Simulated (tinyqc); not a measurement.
Double-gate transistor, scale length and short-channel effects: one step of the calculation.

A body of thickness ts between two insulators of thickness ti and two tied gates. Below threshold the potential that source and drain add obeys Laplace's equation and vanishes on the gate. Its lowest mode decays along the channel as exp(-k y); k is the smallest positive root of the matching condition at the interface, and the scale length is Lambda = pi/k.

Task. Threshold shift, barrier position and swing. Along the channel psi(y) = s + a exp(y/l) + b exp(-y/l) with psi(0) = Vbi, psi(L) = Vbi + Vds and l = 1/k = Lambda/pi; with A = Vbi - s, B = A + Vds, x = exp(-L/l): a = (B - A x) x/(1 - x^2), b = (A - B x)/(1 - x^2). The minimum is s + 2 sqrt(a b), at y = (l/2) ln(b/a). The long-channel potential follows the gate as s = sT + (Vg - VTL)/m, and the threshold VT is the gate voltage at which the minimum equals sT. Swing = m Vt ln 10/g at threshold, g = d(minimum)/ds = 1 - (b x + a)/((1 + x) sqrt(a b)).

Values chosen for this exercise; permittivities: semiconductor close to that of gallium nitride, insulator close to that of aluminium oxide:
- T = 325 K (temperature)
- L = 16 nm (channel length)
- Vbi = 1.03 V (potential of the source)
- sT = 0.63 V (potential of the barrier top at threshold)
- VTL = 0.34 V (long-channel threshold)
- m = 1 (long-channel body factor)
- Vds = 0.7 V (drain voltage)

Constants: q = 1.602176634e-19 C, kB = 1.380649e-23 J/K, Vt = kB T/q. Results are converted to the units shown.

l = 1.9577675 nm

Give: s at threshold; a; b; position of the minimum; VT; swing.

Result.

s at threshold = 0.6068 V
a = 3.170e-4 V
b = 0.4228 V
position of the minimum = 7.044 nm
VT = 0.3168 V
swing = 67.01 mV/decade

The threshold lies 23.2 mV below the long-channel value, and the barrier top sits at 0.44 L from the source.

Program tinyqc, `OMP_NUM_THREADS=1 python tinyqc.py 2420153 2420154 out.jsonl`; Intel Xeon 2.30GHz, shared host, one thread, about 0.01 s.
